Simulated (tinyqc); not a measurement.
What moves the results: spherical quantum dot. A value that a table varies takes the place of the one given here.

A sphere of radius R, isotropic masses, c = hbar^2/2m0, k = sqrt(mw E/c), kappa = sqrt(mb (V0 - E)/c). State n l is the spherical Bessel function j_l(k r) inside and k_l(kappa r) outside; psi and psi'/m are continuous: (k/mw) j_l'(kR)/j_l(kR) = (kappa/mb) k_l'(kappa R)/k_l(kappa R). For l = 0 this reads kR cot(kR) = 1 - (mw/mb)(1 + kappa R).

With hard walls E = c (x/R)^2/mw, x a zero of j_l: 1s 3.141593; 2s 6.283185; 1p 4.493409; 2p 7.725252; 1d 5.763459; 2d 9.095011; 1f 6.987932; 2f 10.417119.

Constants: hbar^2/2m0 = 3.80998211 eV angstrom^2.

Inputs chosen for the exercise (near those of an InGaAs dot in InP; shifted at random, so the results belong to these values and not to a real crystal):
- V0 = 0.253 eV (barrier height)
- mw = 0.0413 m0 (mass inside)
- mb = 0.0838 m0 (mass outside)
- Rs = (45, 64, 90, 128, 179, 256, 358) angstrom (radii)
- R = 128 angstrom (radius)

## Radius

The two lowest states against R; a dash marks an unbound state.

Levels (eV):
```
R (angstrom),1s,1p,"1s, hard walls",flat well of width 2R
45,0.1552,-,0.4496,0.0445
64,0.1016,0.2064,0.2223,0.0276
90,0.0632,0.1301,0.1124,0.0167
128,0.0368,0.0755,0.0556,0.0095
179,0.0211,0.0432,0.0284,0.0054
256,0.0113,0.0230,0.0139,0.0028
358,0.0061,0.0125,0.0071,0.0015
```

The lowest state is bound at every radius listed. 1p becomes bound between 45 and 64 angstrom. At the largest radius the level is 0.86 of the hard-wall value and 3.98 times that of the flat well (the hard-wall ratio is 4.00); the exponent d ln E/d ln R between the last two radii is -1.82.

## Shape and dimension

Lowest level with hard walls: film c (pi/2R)^2/mw, cylinder c (2.404826/R)^2/mw, sphere c (pi/R)^2/mw, square or cube of side a: 2 or 3 times c (pi/a)^2/mw; c = hbar^2/2m0. Finite barriers V0 with outer mass mb and psi, psi'/m continuous for film, cylinder and sphere (not separable for the square and the cube: dash).

Lowest level (eV):
```
shape,hard walls,finite barrier
"film, width 2R",0.0139,0.0095
"cylinder, radius R",0.0326,0.0219
square wire of equal area,0.0354,-
"sphere, radius R",0.0556,0.0368
cube of equal volume,0.0642,-
```

With hard walls the levels of film, cylinder and sphere stand as 1 : 2.34 : 4.00; with the finite barrier as 1 : 2.31 : 3.88. The square lies 8.6 % above the circle of equal area and the cube 15.5 % above the sphere of equal volume: round shapes give the lowest level for a given size.

## What each parameter does

The lowest level 1s and its distance to V0. Each row changes one parameter from the base and keeps the others.

Results:
```
case,E (eV),V0 - E (eV),k R
base,0.0368,0.2162,2.5549
R = 141 angstrom,0.0314,0.2216,2.6019
V0 = 0.215 eV,0.0356,0.1794,2.5129
mw = 0.0454 m0,0.0347,0.2183,2.6022
mb = 0.067 m0,0.0384,0.2146,2.6121
```

The largest shifts from the base row, up to three for each result and ties (the steps differ in size, so this ranks the rows, not the parameters). E (eV): R -0.0053, mw -0.0021, mb +0.0017. V0 - E (eV): V0 -0.0368, R +0.0053, mw +0.0021. k R: mb +0.0572, mw +0.0473, R +0.0470.

(tinyqc, `OMP_NUM_THREADS=1 python tinyqc.py 1281544 1281545 out.jsonl`, Intel(R) Xeon(R) Processor @ 2.30GHz, 1 thread, shared host, about 0.03 s.)
